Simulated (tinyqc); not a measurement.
Capacitance of parallel on-chip lines from Laplace's equation on a mesh: two steps of the calculation.

Cross-section of an endless row of equal lines between two grounded planes; neighbours are driven in antiphase (+1 V and -1 V), so the plane midway between two lines is at 0 V. By symmetry one quarter is solved: x runs from the centre of a line (column 0, mirror) to that midplane (column 3, 0 V), y from the mid-height of the line (row 0, mirror) to the ground plane (row 5, 0 V). The line fills columns 0 to 1 and rows 0 to 2 at 1 V. Cells beside the line (below row 2) have e2, cells above have e1. Each link between nodes has the conductance g = mean permittivity of the two cells beside it (a cell beyond a mirror counts as 0), and the free nodes obey sum g (V_neighbour - V) = 0.

Inputs (values chosen for the exercise):
- e1 = 4.2 (relative permittivity above and below the lines)
- e2 = 7 (relative permittivity between the lines)
- om = 1.2 (over-relaxation factor)

Constants: eps0 = 8.8541878128e-12 F/m. Results are converted to the units shown.

Task 1. Relaxation sweep. One sweep visits the free nodes row by row from row 0, left to right, and replaces V by V + om (weighted mean of the neighbours - V), using new values at once.

V at the start (V):
```
       col 0  col 1  col 2  col 3
row 0      1      1      0      0
row 1      1      1      0      0
row 2      1      1      0      0
row 3      0      0      0      0
row 4      0      0      0      0
row 5      0      0      0      0
```

gx:
```
       col 0  col 1  col 2
row 0    3.5    3.5    3.5
row 1      7      7      7
row 2    5.6    5.6    5.6
row 3    4.2    4.2    4.2
row 4    4.2    4.2    4.2
row 5    2.1    2.1    2.1
```

gy:
```
       col 0  col 1  col 2  col 3
row 0    3.5      7      7    3.5
row 1    3.5      7      7    3.5
row 2    2.1    4.2    4.2    2.1
row 3    2.1    4.2    4.2    2.1
row 4    2.1    4.2    4.2    2.1
```

Find: V after sweep 1.

Result 1.

V after sweep 1 (V):
```
        col 0   col 1   col 2   col 3
row 0  1.0000  1.0000  0.3000  0.0000
row 1  1.0000  1.0000  0.3900  0.0000
row 2  1.0000  1.0000  0.4462  0.0000
row 3  0.3000  0.3900  0.2509  0.0000
row 4  0.0900  0.1440  0.1185  0.0000
row 5  0.0000  0.0000  0.0000  0.0000
```

Task 2. Capacitance per length. C = 4 eps0 sum g (difference of V)^2 over all links (twice the energy of the four quarters, line at 1 V). Plate estimate without fringing: eps0 [2 e1 w/hd + 2 e2 t/(s/2)], w = 2 hx, t = 4 hx, s/2 = 2 hx, hd = 3 hx.

converged V (V):
```
           col 0      col 1      col 2      col 3
row 0  1.0000000  1.0000000  0.4933519  0.0000000
row 1  1.0000000  1.0000000  0.4867038  0.0000000
row 2  1.0000000  1.0000000  0.4534633  0.0000000
row 3  0.5727491  0.5177916  0.2739648  0.0000000
row 4  0.2554134  0.2244523  0.1246043  0.0000000
row 5  0.0000000  0.0000000  0.0000000  0.0000000
```

gx:
```
       col 0  col 1  col 2
row 0    3.5    3.5    3.5
row 1      7      7      7
row 2    5.6    5.6    5.6
row 3    4.2    4.2    4.2
row 4    4.2    4.2    4.2
row 5    2.1    2.1    2.1
```

gy:
```
       col 0  col 1  col 2  col 3
row 0    3.5      7      7    3.5
row 1    3.5      7      7    3.5
row 2    2.1    4.2    4.2    2.1
row 3    2.1    4.2    4.2    2.1
row 4    2.1    4.2    4.2    2.1
```

Find: C; plate estimate.

Result 2.

C = 401.96 aF/um
plate estimate = 297.50 aF/um

tinyqc, about 1 s, one thread, Intel Xeon 2.30GHz (shared host): `OMP_NUM_THREADS=1 python tinyqc.py 2790125 2790126 out.jsonl`
